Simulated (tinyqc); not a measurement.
Carrier lifetime from Shockley-Read-Hall, radiative, Auger and surface recombination: one step, computed by the program tinyqc. Command: `OMP_NUM_THREADS=1 python tinyqc.py 3016311 3016312 out.jsonl lifetime walk`. One thread of a shared host (Intel(R) Xeon(R) Processor @ 2.30GHz), about 0.02 s of CPU time with the checks.

Energies are counted from the top of the valence band. Boltzmann statistics, full ionisation, and equal excess densities of electrons and holes.

Problem. Lifetimes at the given injection. With n = n_0 + dn, p = p_0 + dn and U/dn = 1/tau: (n p - n_i^2)/dn = n_0 + p_0 + dn = s; 1/tau_SRH = s/[tau_p0 (n + n1) + tau_n0 (p + p1)]; 1/tau_rad = B s; 1/tau_Aug = (C_n n + C_p p) s; the rates add, with 1/tau_s. Radiative efficiency = tau_eff/tau_rad; effective diffusion length = sqrt(D tau_eff).

Inputs (values chosen for the exercise, with bands modelled on ZnO):
```
quantity                   value    unit
temperature T                350       K
doping N                 6.3e+16   cm^-3
radiative coefficient B  4.5e-11  cm^3/s
Auger coefficient C_n    3.8e-30  cm^6/s
Auger coefficient C_p    4.8e-31  cm^6/s
excess density dn        2.1e+17   cm^-3
diffusion coefficient D      4.3  cm^2/s
```

Doping: n-type. Surface term: two equal surfaces.

n_0 = 6.30e+16 cm^-3

p_0 = 6.602320e-29 cm^-3

tau_p0 = 3.077306e-06 s

n1 = 7.302294e-10 cm^-3

tau_n0 = 1.348243e-06 s

p1 = 0.005696103 cm^-3

tau_s = 1.080777e-05 s

Give: tau_SRH at dn; tau_rad at dn; tau_Aug at dn; effective lifetime at dn; radiative efficiency at dn; effective diffusion length at dn.

Solution.

tau_SRH at dn = 4.114e-06 s

tau_rad at dn = 8.140e-08 s

tau_Aug at dn = 3.218e-06 s

effective lifetime at dn = 7.733e-08 s

radiative efficiency at dn = 0.9500

effective diffusion length at dn = 5.767 micrometre

Caution: beyond low injection D should be the ambipolar coefficient.
